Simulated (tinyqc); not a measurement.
Surface photovoltage measurement of the minority-carrier diffusion length in a wafer: one step, computed by the program tinyqc.

Low injection, steady light, a depletion layer much thinner than 1/alpha and L. The excess density dn is taken at the front edge of the neutral region; light that reaches the back is lost.

Task: One wavelength. alpha = (84.732/lambda - 76.417)^2 per cm with lambda in micrometre (an empirical fit for silicon between 0.7 and 1.05 micrometre). Thick wafer: dn = Phi L/((S_f + D/L)(L + 1/alpha)). Finite wafer, with s = S_b L/D, w = W/L, a = alpha L: dn = [Phi a/(a^2 - 1)] [a - B - exp(-alpha W)(a - s)/(cosh w + s sinh w)]/(S_f + B D/L), B = (sinh w + s cosh w)/(cosh w + s sinh w). Photovoltage V = (k_B T/e) ln(1 + dn/n_0). Lifetime = L^2/D.

Inputs (values chosen for the exercise, modelled on p-type silicon at room temperature):
```
quantity,value,unit
diffusion length L,170,micrometre
wafer thickness W,525,micrometre
diffusivity D,31.7,cm^2/s
front recombination velocity S_f,220,cm/s
back recombination velocity S_b,240,cm/s
photon flux entering,7.8e+12,1/(cm^2 s)
minority density at the surface barrier scale n_0,7.2e+08,1/cm^3
temperature T,298,K
wavelength,909,nm
```

Constants: k_B = 8.617333262e-05 eV/K.

Give: alpha; penetration depth 1/alpha; dn, thick wafer; B; dn, finite wafer; photovoltage V; lifetime.

Result:

alpha = 282.2 1/cm

penetration depth 1/alpha = 35.44 micrometre

dn, thick wafer = 3.096e+09 1/cm^3

B = 0.9968

dn, finite wafer = 3.108e+09 1/cm^3

photovoltage V = 42.90 mV

lifetime = 9.117 microsecond

Caution: dn is not small against n_0, so V is not linear in the flux; the constant-flux reading then needs dn, not V.
